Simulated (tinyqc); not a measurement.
Deformation-potential model of the Delta valleys of a conduction band, step by step. Values are carried at full precision from step to step, so a last printed digit may differ when a step is redone from the rounded ones.

s11 = (C11 + C12)/((C11 - C12)(C11 + 2 C12)), s12 = -C12/((C11 - C12)(C11 + 2 C12)), s44 = 1/C44; exx = s11 sxx + s12 (syy + szz) and cyclic, exy = s44 sxy/2; tension is positive. A uniaxial stress X along the unit vector n is s_ij = X n_i n_j.

Constants: kB = 8.617333262e-05 eV/K; hbar^2/2m0 = 3.80998211 eV angstrom^2.

Inputs chosen for the exercise (near those of Si; shifted at random, so the results belong to these values and not to a real crystal): C11 = 167 GPa; C12 = 64.5 GPa; C44 = 80.3 GPa; load = uniaxial [001] (kind of stress); X = 0.85 GPa (stress); Xd = 1.09 eV (dilation potential); Xu = 9.13 eV (uniaxial potential); T = 200 K (temperature); ml = 0.915 m0 (longitudinal mass); mt = 0.186 m0 (transverse mass).

## Strain from a uniaxial [001] stress

Form the compliances and the strain.

s11, s12, s44 (1/TPa): 7.6302  -2.1259  12.4533

strain tensor:
```
,x,y,z
x,-0.001807,0.000000,0.000000
y,0.000000,-0.001807,0.000000
z,0.000000,0.000000,0.006486
```

## Valley shifts

Valleys with axes along x, y and z, each a pair at +k and -k. Herring-Vogt shift of a valley with unit axis a: dE = Xd tr(e) + Xu a.e.a. Non-degenerate shares n_i = exp(-dE_i/kT)/sum_j exp(-dE_j/kT). Inverse mass tensor of a valley: (1 - a a)/mt + a a/ml; the masses are taken as independent of strain.

Apply the Herring-Vogt formula to each valley.

Xd tr(e) = 3.13 meV

a.e.a: x -0.001807, y -0.001807, z 0.006486

shifts dE (meV): x -13.37, y -13.37, z 62.34

The lowest valleys are x and y, 75.7 meV below the highest; the mean shift over all valleys is (Xd + Xu/3) tr(e) = 11.87 meV.

## Shares of the electrons

Boltzmann factors of the shifts.

kT = 17.235 meV

shares: x 0.4969, y 0.4969, z 0.0061

effective number of valley axes, 1/(largest share) = 2.012

## Conductivity mass tensor

With one scattering time for all valleys the conductivity goes as M = sum_i n_i (inverse mass tensor of valley i); along the unit vector u, 1/m_c = u.M.u. Without stress 1/m_c = (1/ml + 2/mt)/3. Take u along [100].

M (1/m0):
```
,x,y,z
x,3.248,0.000,0.000
y,0.000,3.248,0.000
z,0.000,0.000,5.350
```

m_c along [100] = 0.3079 m0
m_c without stress = 0.2533 m0

The repopulation alone changes the mobility along [100] by -17.7 %; with all electrons in the valleys lightest or heaviest along this direction it would change by +36 or -72 %.

## Effective density of states

Each of the 6 whole valleys has m_d = (ml mt^2)^(1/3) and N = 2 (m_d kT/(4 pi c))^(3/2), c = hbar^2/2m0. Counted from the lowest edge, Nc = N x 2 x sum_i exp(-(dE_i - dE_min)/kT). 1 angstrom^-3 = 1e24 cm^-3.

m_d = 0.3163 m0
N of one valley = 2.430e+18 cm^-3
Nc under stress = 9.781e+18 cm^-3
Nc without stress = 1.458e+19 cm^-3

## Piezoresistance from repopulation

For small stress d(rho)/rho = pi X. For valleys on the cube axes pi11 = -(2/3) Xu (s11 - s12)/kT x (K - 1)/(2K + 1), pi12 = -pi11/2, pi44 = 0, K = ml/mt. For stress along [110]: pi_l = (pi11 + pi12 + pi44)/2 with the current along it and pi_t = (pi11 + pi12 - pi44)/2 with the current along [1-10]. 1/GPa = 100 x 1e-11/Pa.

K = 4.919

pi11, pi12, pi44 (1e-11/Pa): -124.6  62.3  0.0

pi_l, pi_t for [110] (1e-11/Pa): -31.1  -31.1

Only the transfer between valleys is counted; changes of mass and of intervalley scattering add to it in a real crystal.

## Checks

- Conductivity mass at zero stress against 3/(1/ml + 2/mt): both 0.2532589.
- Piezoresistance coefficients by finite differences against the closed form: largest difference 4.4e-08.

Run: tinyqc, `OMP_NUM_THREADS=1 python tinyqc.py 1051104 1051105 out.jsonl`; Intel(R) Xeon(R) Processor @ 2.30GHz, one thread, shared host; about 0.02 s of CPU time with all checks.
